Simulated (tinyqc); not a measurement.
MOS structure on a p-type body with a doping step (retrograde), non-linear Poisson equation by Newton steps: one step of the calculation.

One dimension, insulator interface at x = 0, acceptor density N1 for x < x1 and Na beyond, net doping C = -(acceptor density). psi is counted from the intrinsic level: n = ni exp((psi - Vb)/Vt), p = ni exp(-psi/Vt); deep in the body psi_b = -Vt ln(Na/ni). The gate acts through Cox = eps0 eox/tox and has the potential psi_G = Vg - (phiM - chi - Vt ln(Nc/ni)). Boltzmann statistics, full ionisation, classical densities, no oxide or interface charge. Acceptors in real wide-gap material are deep and only partly ionised in the neutral body.

Problem. Densities, residual and Jacobian diagonal. n_i = ni exp((psi_i - Vb)/Vt), p_i = ni exp(-psi_i/Vt), rho_i = p_i - n_i + C_i, g_i = (n_i + p_i)/Vt. Box widths w_i = (h_(i-1) + h_i)/2 in cm. Residual F_i = a_i (psi_(i+1) - psi_i) - a_(i-1) (psi_i - psi_(i-1)) + q rho_i w_i; Jacobian: a_(i-1) and a_i beside the diagonal, b_i = -a_(i-1) - a_i - q g_i w_i on it. Node 0 is free: w_0 = h_0/2, F_0 = a_0 (psi_1 - psi_0) + Cox (psi_G - psi_0) + q rho_0 w_0, b_0 = -a_0 - Cox - q g_0 w_0, with Cox = eps0 eox/tox, psi_G = Vg - (phiM - chi - Vt ln(Nc/ni)). The last node is fixed.

Parameters, values chosen for the exercise; band and dielectric values close to those of 4H silicon carbide:
```
symbol,value,unit,meaning
T,250,K,temperature
Eg,3.24,eV,band gap
Nc,1.32e19,cm^-3,conduction-band density of states at T
Nv,1.94e19,cm^-3,valence-band density of states at T
chi,3.56,eV,electron affinity
eox,8.97,,relative permittivity of the gate insulator (close to aluminium oxide)
tox,4.8,nm,insulator thickness
phiM,4,eV,gate work function
Vb,0,V,electron quasi-Fermi potential against the body
Vg,0.27,V,gate voltage against the body
```

Constants: q = 1.602176634e-19 C, kB = 1.380649e-23 J/K, Vt = kB T/q, eps0 = 8.8541878128e-14 F/cm where lengths are in cm. Results are converted to the units shown.

```
node	x (nm)	psi at the start (V)	net doping C (cm^-3)
0	0	1.4824531	-1.4e15
1	0.4	1.4755514	-1.4e15
2	1.15	1.4626323	-1.4e15
3	2.56	1.4384211	-1.4e15
4	5.21	1.3931880	-1.4e15
5	10.2	1.3089715	-1.4e15
6	19.5	1.1553549	-1.4e15
7	37	0.8780783	-1.4e15
8	69.9	0.3984713	-1.4e15
9	132	-0.3585381	-1.4e15
10	247	-1.2485540	-2.7e16
11	465	-1.4824531	-2.7e16
12	873	-1.4824531	-2.7e16
```

coupling a_i, interval 0 to 11 (F/cm^2): 2.1515676e-5  1.1475027e-5  6.1037380e-6  3.2476493e-6  1.7247035e-6  9.2540544e-7  4.9178689e-7  2.6158877e-7  1.3858729e-7  7.4837135e-8  3.9478305e-8  2.1093800e-8
ni = 3.5190480e-14 cm^-3

Wanted: n; p; residual F; diagonal b.

Solution.

```
node	n (cm^-3)	p (cm^-3)
0	2.700e16	4.587e-44
1	1.960e16	6.319e-44
2	1.076e16	1.151e-43
3	3.497e15	3.541e-43
4	4.284e14	2.891e-42
5	8.593e12	1.441e-40
6	6.876e9	1.801e-37
7	1.769e4	7.001e-32
8	3.795e-6	3.263e-22
9	2.083e-21	5.946e-7
10	2.381e-39	5.202e11
11	4.587e-44	2.700e16
12	4.587e-44	2.700e16
```

```
node	residual F (1e-7 C/cm^2)	diagonal b (F/cm^2)
0	-2.091	-2.317e-5
1	0.001	-3.300e-5
2	0.003	-1.759e-5
3	0.007	-9.357e-6
4	0.015	-4.974e-6
5	0.029	-2.650e-6
6	0.055	-1.417e-6
7	0.103	-7.534e-7
8	0.195	-4.002e-7
9	0.363	-2.134e-7
10	-0.147	-1.144e-7
11	0.092	-6.346e-6
```

Numbers from tinyqc (`OMP_NUM_THREADS=1 python tinyqc.py 2080036 2080037 out.jsonl`; about 0.6 s on one thread of a shared Intel Xeon 2.30GHz).
